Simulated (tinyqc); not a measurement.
# Input admittance of a MOSFET at zero drain bias: distributed channel and distributed gate: what changes with what

Source and drain grounded, strong inversion, w = 2 pi f, Cox = eps0 eox/tox. The channel is an RC line of resistance 1/(mu Cox Vo) per square fed from both ends, so one finger has the intrinsic admittance y = i w Cox L tanh(g)/g per width, g = (1/2) sqrt(i w tau), tau = L^2/(mu Vo). The vertical resistance rv/L is in series with y, the overlaps 2 i w Cov in parallel: y_t = 1/(1/y + rv/L) + 2 i w Cov. The gate strip is a line of Rsh/L per length loaded by y_t, so a finger has Y = y_t Wf tanh(k)/k, k = (Wf/sd) sqrt(y_t Rsh/L); the device has Nf Y.

Values chosen for this exercise; values of the order met in silicon radio-frequency transistors: relative permittivity of the gate insulator (close to silicon dioxide) eox = 3.9; insulator thickness tox = 4.6 nm; channel length L = 0.73 um; finger width Wf = 9.9 um; number of fingers Nf = 16; channel mobility mu = 150 cm^2/(V s); gate overdrive Vo = 0.58 V; sheet resistance of the gate Rsh = 22 ohm/square; vertical resistivity of the gate stack rv = 1 ohm um^2; number of ends at which a finger is contacted sd = 1; overlap and fringe capacitance on each side Cov = 0.35 fF/um; frequency f = 2.3 GHz.

Constants: eps0 = 8.8541878128e-14 F/cm where lengths are in cm. Results are converted to the units shown.

Each table varies one quantity; the others keep the values above.

## Input impedance against frequency

Low-frequency limits, with c = Cox L and ct = c + 2 Cov: R_strip = Rsh Wf/(3 sd^2 L Nf), R_ch = (c/ct)^2 L/(12 mu Cox Vo Wf Nf), R_vert = (c/ct)^2 rv/(L Wf Nf), C = ct Wf Nf. Z = 1/(Nf Y) = R + 1/(i w C), Q = |Im Z|/R, far-point signal |1/cosh k|.

The same in every row: low-frequency R (ohm) = 10.85.

Input impedance against frequency:
```
f (GHz)	w tau	|k|	R (ohm)	C (fF)	Q	signal at the far point
0.02	0.007697	0.04789	10.85	978.9	749.5	1.000
0.06	0.02309	0.08296	10.85	978.9	249.8	1.000
0.2	0.07697	0.1515	10.85	978.9	74.95	0.9999
0.5	0.1924	0.2395	10.85	978.8	29.99	0.9993
1	0.3849	0.3385	10.84	978.3	15.00	0.9973
3	1.155	0.5848	10.82	973.9	5.032	0.9765
9	3.464	0.9896	10.67	938.0	1.766	0.8412
30	11.55	1.540	9.835	726.7	0.7422	0.5155
70	26.94	1.884	8.392	450.1	0.6020	0.3753
```

What does the table show?

R falls from 10.8 to 8.39 ohm and C falls from 979 to 450 fF. Q goes as f^(-1.00) between the first two rows and f^(-0.25) between the last two, where w tau = 26.9 and |k| = 1.88. The low-frequency limits hold both R and C within 5 % up to f = 9 GHz among the rows.

## Dividing a fixed width into fingers

Total width Wf Nf = 160 um; each finger also has a contact resistance Rc at each contacted end, which adds Rc/(sd Nf). The resistances are low-frequency limits, good while |k| is below about 1; the far-point signal is |1/cosh k| at f, without Rc.

The same in every row: R_ch + R_vert (ohm) = 4.584.

Results:
```
Nf	Wf (um)	R_strip (ohm)	Rc/(sd Nf) for Rc = 30 ohm (ohm)	sum (ohm)	signal at the far point
1	160.0	1607	30.00	1642	0.004730
2	80.00	401.8	15.00	421.4	0.09708
4	40.00	100.5	7.500	112.5	0.4624
16	10.00	6.279	1.875	12.74	0.9855
32	5.000	1.570	0.9375	7.091	0.9974
64	2.500	0.3924	0.4688	5.445	0.9994
128	1.250	0.09810	0.2344	4.917	0.9999
```

Estimate the missing row, Nf = 8.

Computed row:
```
Nf	Wf (um)	R_strip (ohm)	Rc/(sd Nf) for Rc = 30 ohm (ohm)	sum (ohm)	signal at the far point
8	20.00	25.11	3.750	33.45	0.8888
```

With this row back in the table: R_strip falls as 1/Nf^2, from 1610 to 0.0981 ohm, the contact term as 1/Nf, and R_ch + R_vert stays at 4.58 ohm since the total width is fixed. The sum is within a factor 1.5 of that floor from Nf = 64 on. More fingers add wiring capacitance, which is left out.

Program tinyqc, `OMP_NUM_THREADS=1 python tinyqc.py 2262126 2262127 out.jsonl`; Intel Xeon 2.30GHz, shared host, one thread, about 0.01 s.
